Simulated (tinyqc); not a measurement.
# Worked calculation: drifting, spreading and decaying minority pulse (Haynes-Shockley), explicit time steps

Numbers from tinyqc (`OMP_NUM_THREADS=1 python tinyqc.py 2310017 2310018 out.jsonl`; about 0.01 s on one thread of a shared Intel Xeon 2.30GHz). Printed values are rounded.

Low injection in a uniform field: dn/dt = D d2n/dx2 - v dn/dx - n/tau with D = mu Vt and v = mu F towards +x. Exact solution on an infinite bar for a Gaussian start at x0: n = N0 exp(-t/tau) exp(-(x - x0 - v t)^2/(2 s^2))/sqrt(2 pi s^2), s^2 = s0^2 + 2 D t.

Values chosen for this exercise; mobility close to that of germanium at room temperature: temperature T = 350 K; minority-carrier mobility mu = 1890 cm^2/(V s); sweep field along the drift F = 54 V/cm; mesh step hx = 11 um; lifetime tau = 1.2e-7 s; injected sheet density N0 = 4e10 cm^-2; time step dt = 4.8e-9 s; initial width (standard deviation) s0 = 12 um.

Constants: q = 1.602176634e-19 C, kB = 1.380649e-23 J/K, Vt = kB T/q. Results are converted to the units shown.

## Coefficients of the scheme

Exponentially fitted fluxes: d = F hx/Vt, B(d) = d/(exp(d) - 1), k = D dt/hx^2; (L n)_i = a n_(i-1) + b n_i + c n_(i+1) with a = k B(-d), c = k B(d), b = -a - c - dt/tau. Explicit steps keep n positive for dt up to 1/[(D/hx^2)(B(d) + B(-d)) + 1/tau].

D = 57.0037 cm^2/s
v = 1.02060e5 cm/s
d = 1.96945
a = 0.517571
b = -0.629789
c = 0.0722184
positivity limit of dt = 7.62159e-9 s

dt is 0.63 times the explicit limit. On this mesh the fitted flux acts like a diffusion coefficient (d/2) coth(d/2) D = 1.30 D for a travelling pulse, before the error of the time steps.

## Initial pulse

Nodes x_i = i hx, i = 1 to 11, n = 0 at nodes 0 and 12; the Gaussian at t = 0 with x0 = 4 hx.

n at t = 0, node 1 to 11 (in units of 1e13 cm^-3): 0.03031  0.24770  0.87362  1.32981  0.87362  0.24770  0.03031  0.00160  0.00004  0.00000  0.00000

## Step 1: densities after a time step

(L n)_i = a n_(i-1) + b n_i + c n_(i+1), n = 0 beyond the ends. Explicit step: n(new) = n + L n.

n at t = 1 dt, node 1 to 11 (in units of 1e13 cm^-3): 0.02911  0.17048  0.54767  1.00756  1.02958  0.54605  0.13954  0.01628  0.00084  0.00002  0.00000

## Step 2: densities after a time step

As before.

n at t = 2 dt, node 1 to 11 (in units of 1e12 cm^-3): 0.23089  1.17733  3.63753  7.30821  9.42084  7.45115  3.35458  0.78312  0.08741  0.00443  0.00010

## Step 3: densities after a time step

As before.

n at t = 3 dt, node 1 to 11 (in units of 1e12 cm^-3): 0.17050  0.81806  2.48379  5.26862  7.80832  7.87671  5.15496  2.03246  0.43800  0.04689  0.00233

## Course in time

The same steps, now on nodes 1 to 60 (n = 0 at nodes 0 and 61), for 24 steps; centre = sum x n/sum n. Deviations are from the exact pulse, as a share of its largest value on the nodes; a run counts as stable if they stay under 100 %.

Course of the iteration:
```
step  hx sum n (cm^-2)  centre (um)  most negative n (cm^-3), 0 if none  largest deviation (% of the peak)
1           3.83586e10      49.1538                                   0                               3.83
2           3.68012e10      54.2909                                   0                               6.00
3           3.53108e10      59.4247                                   0                               6.12
4           3.38848e10      64.5535                                   0                               7.90
5           3.25197e10      69.6773                                   0                               7.65
6           3.12120e10      74.7968                                   0                               8.83
7           2.99587e10      79.9126                                   0                               8.58
8           2.87570e10      85.0257                                   0                               9.42
9           2.76043e10      90.1365                                   0                               9.20
...                ...          ...                                 ...                                ...
16          2.07388e10      125.880                                   0                               10.3
17          1.99091e10      130.984                                   0                               10.6
18          1.91126e10      136.087                                   0                               10.5
19          1.83480e10      141.191                                   0                               10.8
20          1.76141e10      146.294                                   0                               10.9
21          1.69095e10      151.398                                   0                               11.3
22          1.62331e10      156.501                                   0                               11.2
23          1.55837e10      161.604                                   0                               11.7
24          1.49604e10      166.707                                   0                               11.8
```

The run is stable. After 24 steps the deviation is 12 % of the peak. From step 1 to the last the centre has moved at 1.04 v and the content is 2.3 % below N0 exp(-t/tau). On an endless mesh these steps would give a speed of 1.04 v and a content of 0.980 times the exact one, from dt/tau = 0.0400 alone; the rest comes from the absorbing ends.
